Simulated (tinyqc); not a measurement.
# Thickness from the transmission

Inverse problem. A dielectric of barrier phi1 and mass m1 carries the voltage V, so U = phi1 - V x/t1. At E = 0 the WKB exponent is S = (4 t1/(3 V)) sqrt(m1/C) [phi1^1.5 - max(phi1 - V, 0)^1.5], C = hbar^2/(2 m0), and T = exp(-S). Find S, t1 and the field.

Parameters, values chosen for the exercise: barrier of layer 1 above the emitter Fermi level at zero bias phi1 = 2.63 eV; tunnelling mass of layer 1 m1 = 0.4 m0; voltage across the dielectric V = 1.3 V.

Constants: q = 1.602176634e-19 C, hbar = 1.054571817e-34 J s, m0 = 9.1093837015e-31 kg, hbar^2/(2 m0) = 0.0380998212 eV nm^2. Results are converted to the units shown.

T at E = 0 = 3.4604692e-10

Solution. At fixed V the exponent is proportional to t1.

S = 21.78
t1 = 2.400 nm
field = 5.417 MV/cm

tinyqc, about 0.02 s, one thread, Intel Xeon 2.30GHz (shared host): `OMP_NUM_THREADS=1 python tinyqc.py 2540004 2540005 out.jsonl`
